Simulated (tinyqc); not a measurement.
Inside a calculation. Method: LDA (PW92) atom on a uniform radial grid, spin-unpolarised, for N. Computed by tinyqc, a small Python program that keeps every step. Settings: Z = 7, points = 256, R = 12.0, functional = lda,pw, mixing = 0.2, iteration cap = 55. Command: `OMP_NUM_THREADS=1 python tinyqc.py 28391 28392 out.jsonl` (the two numbers bound the seeds that draw the settings). One thread of a shared host (Intel(R) Xeon(R) Processor @ 2.60GHz), about 2 s of CPU time with the checks.

Spherical atom on a uniform radial grid r_j = j h with h = R/(N + 1), h sum u^2 = 1 and integrals as h times sums, u(0) = u(R) = 0 (atomic units):
```
parameter,value
Z,7
points N,256
R,12.000000
h,0.046693
mixing,0.200000
electrons in 1s,2
electrons in 2s,2
electrons in 2p,3
```

Three-point differences turn -u''/2 + [l(l+1)/2r^2 - Z/r + V] u = e u into a tridiagonal matrix (diagonal 1/h^2 + potential, off-diagonal -1/2h^2). D = sum f u^2; the Hartree potential y/r solves y'' = -D/r with y(0) = 0, y(R) = N_e; v_xc comes from rho = D/(4 pi r^2); E = sum f e - int D V + int D (V_H/2 + eps_xc); V(new) = V + mixing (V_H + v_xc - V).

Stop when input and output potentials agree to 1e-7.

Course of the cycle (hartree):
```
iteration,E,e(1s),e(2s),e(2p),largest |V(out) - V(in)|
1,-47.28523535,-23.878447,-6.084641,-6.138856,1.70e+01
2,-49.29785358,-21.098875,-4.639013,-4.510433,1.27e+01
3,-50.64986438,-19.017875,-3.577059,-3.330824,9.44e+00
4,-51.52768677,-17.473450,-2.797936,-2.479636,6.94e+00
5,-52.07588814,-16.338364,-2.227093,-1.867302,5.05e+00
6,-52.40354796,-15.512799,-1.809498,-1.427717,3.64e+00
7,-52.59014832,-14.918714,-1.504525,-1.112465,2.61e+00
8,-52.69109002,-14.495501,-1.282141,-0.886332,1.85e+00
9,-52.74292556,-14.196598,-1.120123,-0.723865,1.31e+00
10,-52.76826612,-13.986771,-1.002036,-0.606761,9.25e-01
11,-52.78014254,-13.839867,-0.915773,-0.521936,6.55e-01
...,...,...,...,...,...
45,-52.79009137,-13.463012,-0.656994,-0.270717,1.28e-04
46,-52.79009137,-13.462992,-0.656978,-0.270702,1.02e-04
47,-52.79009137,-13.462976,-0.656966,-0.270690,8.09e-05
48,-52.79009137,-13.462963,-0.656956,-0.270680,6.42e-05
49,-52.79009137,-13.462953,-0.656949,-0.270673,5.10e-05
50,-52.79009137,-13.462945,-0.656943,-0.270667,4.05e-05
51,-52.79009137,-13.462939,-0.656938,-0.270662,3.21e-05
52,-52.79009137,-13.462933,-0.656934,-0.270659,2.55e-05
53,-52.79009137,-13.462929,-0.656931,-0.270656,2.03e-05
54,-52.79009137,-13.462926,-0.656929,-0.270653,1.61e-05
55,-52.79009137,-13.462924,-0.656927,-0.270651,1.28e-05
```

Can the last value be used, and what does the course show?

Not by the stop rule, although the second column moves by less than 1e-07 over the last three steps; and the uniform grid itself carries an error of order h^2 at the cusp, far above the threshold. Not converged within 55 iterations: the residual falls steadily but slowly, by a factor of about 0.79 a step. Reruns (cap 100 unless said): mixing 0.3: converged in 48; mixing 0.6: converged in 19; the original settings with a cap of 400: converged in 76. Even converged, this uniform grid resolves the cusp poorly and misses the energy of the atom.
